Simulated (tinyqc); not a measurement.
Emission in a field: deep level as a short-range spherical well.

Constants: e^2/(4 pi eps0) = 14.39964547 eV angstrom; kB = 8.617333262e-05 eV/K.

Values chosen for the exercise (near those of 4H SiC; the results hold for these values, not for the real material):
- eps = 9.5 (static dielectric constant)
- R = 4.4 angstrom (radius of the well)
- T = 350 K (temperature)
- Fs = (2, 10, 30, 70, 150, 300) kV/cm (fields)

Et = 0.28065 eV

Barrier lowering for a charged centre (Poole-Frenkel) is 2 sqrt(q e F/eps), q = e^2/(4 pi eps0), and for the neutral well e F R; the one-dimensional enhancement is exp(lowering/kB T). 1 kV/cm = 1e-5 V/angstrom; tunnelling is left out.

Results:

| F (kV/cm) | lowering, charged (meV) | enhancement | saddle at (angstrom) | lowering, neutral (meV) | enhancement |
|---|---|---|---|---|---|
| 2 | 11.0 | 1.44 | 275 | 0.09 | 1.003 |
| 30 | 42.6 | 4.11 | 71 | 1.32 | 1.045 |
| 70 | 65.1 | 8.67 | 47 | 3.08 | 1.108 |
| 150 | 95.4 | 23.6 | 32 | 6.60 | 1.245 |
| 300 | 134.9 | 87.5 | 22 | 13.20 | 1.549 |

Give the missing row, F (kV/cm) = 10.

Computed row:
```
F (kV/cm)  lowering, charged (meV)  enhancement  saddle at (angstrom)  lowering, neutral (meV)  enhancement
10                            24.6         2.26                   123                     0.44        1.015
```

At 300 kV/cm the charged centre emits 87.5 times faster and the neutral one 1.55 times: the logarithm of the enhancement is linear in sqrt(F) for the first and in F for the second, which tells the charge state. The largest lowering is 48 % of Et.

Run: tinyqc, `OMP_NUM_THREADS=1 python tinyqc.py 1250770 1250771 out.jsonl`; Intel(R) Xeon(R) Processor @ 2.30GHz, one thread, shared host; about 0.01 s of CPU time with all checks.
